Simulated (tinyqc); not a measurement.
Inside a calculation. Model: Froehlich polaron in a polar crystal. Computed by tinyqc, a small Python program that keeps every step. Command: `OMP_NUM_THREADS=1 python tinyqc.py 3025554 3025555 out.jsonl frohlich walk`. One thread of a shared host (Intel(R) Xeon(R) Processor @ 2.30GHz), about 0.06 s of CPU time with the checks. Intermediate numbers are printed to about 6 digits and carried at full precision; extremes and crossings named in words are read from the listed rows.

One electron in a parabolic band of mass m*, coupled to dispersionless LO phonons in the continuum model. Energies are in units of hbar omega unless marked, wave numbers in k_0 = sqrt(2 m* omega/hbar).

Inputs (values chosen for the exercise, modelled on silicon carbide):
```
quantity                          value  unit
band mass m*                      0.332   m_0
LO phonon energy hbar omega         123   meV
eps_inf                            6.41     -
static dielectric constant eps_s   9.63     -
temperature T                       150     K
electron wave number k/k_0         0.65     -
trial v                             3.3     -
trial w                             2.8     -
```

Constants: hbar^2/(2 m_0) = 3.80998212 eV angstrom^2; e^2/(4 pi eps_0) = 14.39964548 eV angstrom; k_B = 8.617333262e-05 eV/K; hbar = 6.582119569e-16 eV s; e = 1.602176634e-19 C; m_0 = 9.1093837015e-31 kg.

## Coupling constant and length scale

1/eps* = 1/eps_inf - 1/eps_s; k_0 = sqrt(2 m* omega/hbar) = sqrt(m* hbar omega / (hbar^2/(2 m_0))) with m* in m_0; alpha = (e^2/(4 pi eps_0)) k_0/(2 eps* hbar omega); polaron length 1/k_0.

eps* = 19.1703

k_0 = 0.103529 1/angstrom

coupling constant alpha = 0.316117

polaron length 1/k_0 = 9.65917 angstrom

Weak coupling: perturbation theory should serve.

## Second-order perturbation theory

At T = 0 and k < k_0: E(k) = (k/k_0)^2 - alpha arcsin(k/k_0)/(k/k_0); so E(0) = -alpha, 1/m_p = (1 - alpha/6)/m*, and the mean number of phonons in the cloud at k = 0 is alpha/2. The Lee-Low-Pines variational state gives the same E(0) and m_p = m* (1 + alpha/6).

energy shift at k = 0 = -38.8824 meV

E(k) = 0.0783773 hbar omega

m*/m_p, second order = 0.947314

m_p/m*, Lee-Low-Pines = 1.05269

phonons in the cloud = 0.158059

## Strong-coupling trial states

Landau-Pekar: the lattice follows the mean electron density. A Gaussian state exp(-b^2 r^2/2) gives E(b) = (3/2) b^2 - alpha b sqrt(2/pi) (b in k_0), minimised at b = alpha sqrt(2/pi)/3 to E = -alpha^2/(3 pi); a state exp(-b r) gives E(b) = b^2 - (5/8) alpha b, minimised at b = 5 alpha/16 to E = -25 alpha^2/256.

best b, Gaussian = 0.0840751 k_0

E, Gaussian = -0.0106029 hbar omega

best b, exponential = 0.0987867 k_0

E, exponential = -0.00975881 hbar omega

The Gaussian bound lies below -alpha only for alpha > 3 pi = 9.42; here it lies above, so the self-trapped state is the poorer bound.

## Feynman's energy at a trial point

Feynman's bound: E(v, w) = 3 (v - w)^2/(4 v) - (alpha v/sqrt(pi)) int_0^infinity e^-u D(u)^(-1/2) du, D = w^2 u + ((v^2 - w^2)/v)(1 - e^(-v u)); integrals by 80 Gauss-Legendre points in s from 0 to 1 with u = 40 s^2.

first term = 0.0568182 hbar omega

E(v, w) = -0.277010 hbar omega

## Feynman's variational polaron

Minimise over v > w > 0 (simplex search); mass m_p/m* = 1 + (alpha v^3/(3 sqrt(pi))) int u^2 e^-u D^(-3/2) du.

best v = 3.03

best w = 2.96

E, Feynman = -0.317372 hbar omega

polaron energy, Feynman = -39.0367 meV

m_p/m*, Feynman = 1.055

The bound lies 0.4 % below -alpha, and the mass is 1.00 times the Lee-Low-Pines value.

## Mobility at low temperature

Scattering by absorption of an LO phonon: 1/tau = 2 alpha omega n, n = 1/(exp(hbar omega/(k_B T)) - 1); mu = e tau/m*, the weak-coupling result for k_B T well below hbar omega.

phonon occupation n = 7.36909e-05

lifetime tau = 114860 fs

mobility = 608488 cm^2/(V s)

Caution: LO phonons are so rare at this T that impurities and acoustic phonons, left out here, limit the real mobility.

## All approximations against the coupling

Other columns: second order -alpha; Landau-Pekar Gaussian -alpha^2/(3 pi); Lee-Low-Pines mass 1 + alpha/6. The polaron energy in meV uses the given hbar omega.

Energies (hbar omega) and masses (m*):
```
alpha  second order      Gaussian     Feynman  Feynman (meV)  mass, LLP  mass, Feynman     v     w
0.079        -0.079  -6.62191e-04  -0.0790774       -9.72652    1.01317          1.013  3.01  2.99
0.16          -0.16   -0.00271624   -0.160319       -19.7192    1.02667          1.027  3.02  2.98
0.32          -0.32    -0.0108650   -0.321285       -39.5181    1.05333          1.056  3.03  2.96
0.51          -0.51    -0.0275975   -0.513299       -63.1357      1.085          1.092  3.05  2.94
3.6            -3.6      -1.37510    -3.80100       -467.523        1.6          2.256  3.56  2.45
6.7            -6.7      -4.76298    -7.67517       -944.046    2.11667          11.36   5.4  1.68
9.7            -9.7      -9.98326    -12.8665       -1582.58    2.61667          94.97  11.7  1.23
13              -13      -17.9315    -20.7907       -2557.25    3.16667          412.8  22.2  1.11
```

All three energies are upper bounds (-alpha through the Lee-Low-Pines state), and the Feynman value is the lowest in every row. It lies within 5 % of -alpha up to alpha = 0.51; at alpha = 13 it is 1.16 times the Gaussian value, whose alpha^2 law it approaches with a constant shift of about -3 ln 2 - 3/4 = -2.83 (here -2.86). The mass stays within 10 % of 1 + alpha/6 up to alpha = 0.51 and reaches 413 m* in the last row; w falls from 2.99 towards 1 while v grows to 22.2.

Checks made by the program: second-order shift against the integral -(2 alpha/pi) int dq/(1 + q^2) (relative difference below 1e-10); v = w reduces the bound to -alpha (relative difference 1e-10).
